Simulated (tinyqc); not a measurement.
Schottky barrier with interface states (Cowley-Sze model), image lowering and contact resistance: one step, computed by the program tinyqc.

An n-type semiconductor under a metal. The barrier lies between the Schottky-Mott limit phi_M - chi and the Bardeen limit E_g - E_n, E_n being the neutrality level of the interface states; the space-charge term of the full Cowley-Sze expression is left out.

Problem. Depletion layer and image lowering under reverse bias. N_c = 2 M_c (2 pi m_e k_B T/h^2)^(3/2); xi = E_c - E_F solves N = N_c F_1/2(-xi/k_B T) (bisection; full ionisation). F_1/2(eta) = (2/sqrt(pi)) int_0^infinity sqrt(x)/(1 + exp(x - eta)) dx, by the trapezoid rule in t = sqrt(x) with step 0.02 up to t = 12 (for eta < -12 by exp(eta) - exp(2 eta)/2^(3/2)). V_bi = phi_B - xi; W = sqrt(2 eps_s eps_0 (V_bi + V_r - k_B T/e)/(e N)); field at the metal E_m = e N W/(eps_s eps_0); image lowering sqrt(e E_m/(4 pi eps_s eps_0)).

Inputs (values chosen for the exercise, with gap, mass and screening modelled on GaP): dielectric constant eps_s = 11; electron mass m_e = 0.492 m_0; valleys M_c = 3; donor density N = 1.2e+17 cm^-3; temperature T = 425 K; reverse bias V_r = 3.3 V.

Pinning factor from: interface states.

barrier phi_B = 1.258066 eV

Constants: k_B = 8.617333262e-05 eV/K; m_0 = 9.1093837015e-31 kg; k_B = 1.380649e-23 J/K; h = 6.62607015e-34 J s; eps_0 = 8.8541878128e-12 F/m; e = 1.602176634e-19 C.

Give: N_c; xi; built-in voltage V_bi; depletion width W; field E_m; image lowering.

Solution.

N_c = 4.381e+19 cm^-3

xi = 0.2160 eV

built-in voltage V_bi = 1.042 V

depletion width W = 208.9 nm

field E_m = 4.123e+05 V/cm

image lowering = 0.07346 eV
